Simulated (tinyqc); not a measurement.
Off-state leakage of single and stacked transistors: one step of the calculation.

n-channel devices of unit width. Subthreshold current I(Vg, Vs, Vd) = I0 (T/300 K)^0.5 exp[(Vg - Vs - VT(T) - gb (Vs - Vb) + dd (Vd - Vs))/(nf Vt)] (1 - exp(-(Vd - Vs)/Vt)), VT(T) = VT - cT (T - 300 K). Gate-edge tunnelling Ig (Vd/1 V) exp(ag (Vd - 1 V)), for a gate at 0 V, and band-to-band leakage Ab u exp(-Bb/u), u = Vd - Vb + 1 V, flow at a drain held at V; both are taken as independent of T. In a stack of off transistors (all gates at 0 V) the same subthreshold current passes through each.

Task. Leakage of one transistor. Vg = Vs = 0, Vd = V; effective threshold VT(T) - gb Vb - dd V.

Values chosen for this exercise; values of the order met in bulk silicon logic transistors:
- T = 300 K (temperature)
- V = 0.9 V (supply voltage)
- VT = 0.27 V (threshold at 300 K, zero drain and body bias)
- cT = 0.6 mV/K (fall of the threshold with temperature)
- I0 = 0.48 uA/um (current at threshold at 300 K)
- nf = 1.49 (slope factor)
- dd = 0.05 (drain-induced lowering per volt)
- gb = 0.17 (rise of the threshold per volt of source-body bias)
- Ig = 1e-5 uA/um (gate-edge tunnelling current at 1 V)
- ag = 3.9 1/V (exponential slope of the gate current)
- Ab = 80 uA/(um V) (prefactor of band-to-band leakage at the drain)
- Bb = 25 V (its exponential voltage)
- Vb = 0 V (body voltage)

Constants: q = 1.602176634e-19 C, kB = 1.380649e-23 J/K, Vt = kB T/q. Results are converted to the units shown.

Wanted: effective threshold; parts; total; shares.

Result.

effective threshold = 0.2250 V
parts (nA/um): subthreshold 1.395, gate edge 0.006094, band-to-band 0.2934
total = 1.694 nA/um
shares (%): subthreshold 82.32, gate edge 0.3597, band-to-band 17.32

The subthreshold part is the largest.

Program tinyqc, `OMP_NUM_THREADS=1 python tinyqc.py 2242184 2242185 out.jsonl`; Intel Xeon 2.30GHz, shared host, one thread, about 0.03 s.
